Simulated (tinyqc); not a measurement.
Isotherms: adsorption as a lattice gas: isotherms with interactions, competition, desorption peaks and saturation dose. Computed by tinyqc, a small Python program. Command: `OMP_NUM_THREADS=1 python tinyqc.py 3007990 3007991 out.jsonl adsorb walk`. One thread of a shared host (Intel(R) Xeon(R) Processor @ 2.30GHz), about 0.1 s of CPU time with the checks.

One adsorbate per site; a molecule needs 2 empty sites. Gas and surface have the same temperature.

Inputs (values chosen for the exercise, for a model surface): desorption energy E = 2.04 eV; prefactor nu = 1e+12 1/s; pair energy w (positive repels) = -0.049 eV; neighbours z = 4; site density N_s = 13 1/nm^2; molecular mass M = 159 u; sticking coefficient s0 = 0.012; temperature T = 883 K; pressure p = 0.36 Pa; blocking by a second gas, K_B p_B = 1.

Adsorption: dissociative (second order).

Constants: u = 1.6605390666e-27 kg; k_B = 1.380649e-23 J/K; k_B = 8.617333262e-05 eV/K.

Method. Flux F = p/sqrt(2 pi M k_B T); k_d = nu exp(-E/(k_B T)); 2 s0 F (1 - theta)^2 = N_s k_d theta^2, so y = sqrt(2 s0 F/(N_s k_d)), theta = y/(1 + y). With a second gas on the same sites theta = y/(1 + y + K_B p_B). With u = w/(k_B T). Mean field: theta/(1 - theta) = y exp(-z u theta). Quasi-chemical: theta/(1 - theta) = y [(r - 1 + 2 theta)(1 - theta)/((r + 1 - 2 theta) theta)]^(-z/2) exp(-z u/2), r = sqrt(1 - 4 theta (1 - theta)(1 - exp(-u))).

u = -0.643965

Coverage; the first column is ln y - z u/2:
```
ln y - z u/2  no interaction  mean field  quasi-chemical
-5.0                 0.00186     0.00186         0.00187
-3.0                 0.01355     0.01404         0.01424
-2.0                 0.03599     0.03971         0.04124
-1.0                 0.09213     0.12199         0.13358
-0.5                 0.14333     0.23423         0.26046
0.0                  0.21620     0.50000         0.50000
0.5                  0.31261     0.76577         0.73954
1.0                  0.42851     0.87801         0.86642
2.0                  0.67086     0.96029         0.95876
3.0                  0.84710     0.98596         0.98576
5.0                  0.97616     0.99814         0.99813
```

What does the comparison show, and why?

At half coverage the slope d theta/d ln y is 1/4 without interaction, 1/(4 + z u) = 0.702 in mean field and 0.556 in the pair theory, 1/[4 + 2 z (exp(u/2) - 1)]. Attraction steepens the filling towards a step; the two theories differ by at most 0.026 in these rows.
